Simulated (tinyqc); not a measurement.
Changing the coupling g: Holstein polaron on two sites. Computed by tinyqc, a small Python program. Command: `OMP_NUM_THREADS=1 python tinyqc.py 3014047 3014048 out.jsonl holstein sweep`. One thread of a shared host (Intel(R) Xeon(R) Processor @ 2.30GHz), about 0.02 s of CPU time with the checks.

One electron on sites 1 and 2: H = -t (c1+ c2 + c2+ c1) + hbar omega sum_i b_i+ b_i - g hbar omega sum_i n_i (b_i + b_i+). The symmetric phonon shifts the energy by -g^2 hbar omega/2 and drops out; with b = (b_1 - b_2)/sqrt(2) there remains H = -t sigma_x + hbar omega b+ b - (g hbar omega/sqrt(2)) sigma_z (b + b+). Parity splits it into blocks p = +1 and -1 over phonon numbers n. Zero-point energies are left out. Weights Z refer to mode b alone; the displaced symmetric mode multiplies the full zero-phonon weight by exp(-g^2/2).

Inputs (values chosen for the exercise, for a model dimer): hopping t = 26 meV; phonon energy hbar omega = 24.7 meV.

Method:
- Polaron binding energy E_p = g^2 hbar omega; ratio E_p/t (the adiabatic potential has two wells when it exceeds 1); adiabaticity hbar omega/t.
- Block p: H_nn = n hbar omega - p t (-1)^n - g^2 hbar omega/2, H_(n,n+1) = -(g hbar omega/sqrt(2)) sqrt(n + 1).
- Use 60 levels in both blocks; Z = c_0^2 is the weight of n = 0 in the ground state c; the splitting is the lowest odd level less the lowest even one, which without coupling is the smaller of 2t and hbar omega; <sigma_x> = sum (-1)^n c_n^2 measures the kinetic energy.

One run for each value:

| coupling g | weight Z of n = 0 in mode b | splitting/(2t) | <sigma_x> | mean phonon number in b | ground-state energy (meV) | E_p/t |
|---|---|---|---|---|---|---|
| 0.20 | 0.99789 | 4.6359e-01 | 0.99582 | 2.1301e-03 | -26.65 | 0.03800 |
| 0.52 | 0.98429 | 4.0539e-01 | 0.97064 | 1.6772e-02 | -30.45 | 0.25688 |
| 0.84 | 0.95059 | 3.1727e-01 | 0.91719 | 5.8204e-02 | -37.76 | 0.67032 |
| 1.20 | 0.86158 | 2.0455e-01 | 0.80633 | 1.9029e-01 | -50.66 | 1.36800 |
| 1.50 | 0.70386 | 1.1580e-01 | 0.65379 | 4.7962e-01 | -65.94 | 2.13750 |
| 1.80 | 0.45794 | 4.9947e-02 | 0.46016 | 1.0658e+00 | -86.47 | 3.07800 |
| 2.10 | 0.22947 | 1.6095e-02 | 0.30133 | 1.8684e+00 | -112.94 | 4.18950 |
| 2.80 | 0.02982 | 4.9294e-04 | 0.14507 | 3.8234e+00 | -195.54 | 7.44800 |
| 3.10 | 0.01133 | 8.1738e-05 | 0.11612 | 4.7346e+00 | -238.88 | 9.12950 |

Give the missing row, coupling g = 2.50.

Computed row; columns: (1) coupling g; (2) weight Z of n = 0 in mode b; (3) splitting/(2t); (4) <sigma_x>; (5) mean phonon number in b; (6) ground-state energy (meV); (7) E_p/t:
```
(1)       (2)         (3)      (4)         (5)      (6)      (7)
2.50  0.07431  2.4893e-03  0.18904  2.9731e+00  -156.85  5.93750
```

Interpolating between the two neighbouring rows (the first column on a logarithmic scale, the others too where they are positive) misses most in splitting/(2t), by 22 %. Over the rows, weight Z of n = 0 in mode b falls from 0.998 to 0.0113 (exponent d ln y / d ln x -0.014 between the first rows and -9.5 between the last); splitting/(2t) falls from 0.464 to 8.17e-5 (exponent d ln y / d ln x -0.14 between the first rows and -18 between the last); <sigma_x> falls from 0.996 to 0.116 (exponent d ln y / d ln x -0.027 between the first rows and -2.2 between the last). Z falls through 1/2 between E_p/t = 2.1 and 3.1; the change is a smooth crossover, not a transition.

Caution (rows 0.200, 0.520, 0.840, 1.20): with hbar omega below 2t the lowest odd level starts as a one-phonon state, so the splitting here is a softened phonon and not a narrowed hopping.

Extremes, crossings and ranges named in words are read from the listed rows.
